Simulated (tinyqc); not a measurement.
Floating body of a partially depleted SOI transistor: body voltage and kink: one step of the calculation.

Source at 0 V. Channel current Ic = 2 nf K Vt^2 [F(0) - F(Vd)](1 + la Vd), F(V) = ln^2(1 + exp((Vg - VT - nf V)/(2 nf Vt))), VT = VT0 - gb Vb. Saturation voltage Vs = 2 Vt sqrt(F(0)) + 3 Vt, excess Ve = (Vd - Vs + sqrt((Vd - Vs)^2 + 0.0004 V^2))/2, multiplication M1 = Ai Ve exp(-Bl/Ve). Each junction passes D(v) = J1 (exp(v/Vt) - 1) + J2 (exp(v/(2 Vt)) - 1). Bipolar current Ib = bb J1 (exp(Vb/Vt) - 1). The body settles where M1 (Ic + Ib) = D(Vb) + D(Vb - Vd) + Vb/Rb; drain current Id = (1 + M1)(Ic + Ib) - D(Vb - Vd).

Task. New Vb. Current into the body I_in = M1 (Ic + Ib) - D(Vb - Vd), current out I_out = D(Vb) + Vb/Rb; f = ln(I_in/I_out), s = df/dVb by central differences over 1e-5 V, Vb(new) = Vb - f/s.

Values chosen for this exercise; values of the order met in partially depleted silicon-on-insulator transistors:
- T = 330 K (temperature)
- VT0 = 0.43 V (threshold at zero body voltage)
- gb = 0.17 (fall of the threshold per volt of body voltage)
- nf = 1.25 (slope factor)
- K = 170 uA/(V^2 um) (gain factor per width)
- la = 0.09 1/V (channel-length modulation factor)
- Ai = 2.58 1/V (impact-ionisation prefactor)
- Bl = 6.6 V (impact-ionisation voltage)
- J1 = 1.2e-12 uA/um (diffusion saturation current of each junction)
- J2 = 5.4e-9 uA/um (recombination saturation current of each junction)
- bb = 1 (gain of the lateral bipolar transistor on the diffusion current)
- Rb = 1e9 kohm um (resistance of a weak body tie to the source (1e9 stands for no tie, and the term is then dropped))
- Vg = 0.34 V (gate voltage)
- Vd = 2 V (drain voltage)

Constants: q = 1.602176634e-19 C, kB = 1.380649e-23 J/K, Vt = kB T/q. Results are converted to the units shown.

Vb at the start = 0.76 V

Give: Ic; Ve; M1; I_in; I_out; f; s; Vb after iteration 1.

Result.

Ic = 0.41074 uA/um
Ve = 1.8575 V
M1 = 0.13723
I_in = 0.12295 uA/um
I_out = 0.48866 uA/um
f = -1.3799
s = -14.827 1/V
Vb after iteration 1 = 0.66693 V

Range of the model: The multiplication law is an empirical form chosen for the exercise; self-heating and capacitive coupling to the body are left out, and the linear laws are rough once Vb passes about 0.7 V or M1 about 0.1.

Program tinyqc, `OMP_NUM_THREADS=1 python tinyqc.py 2182248 2182249 out.jsonl`; Intel Xeon 2.30GHz, shared host, one thread, about 0.2 s.
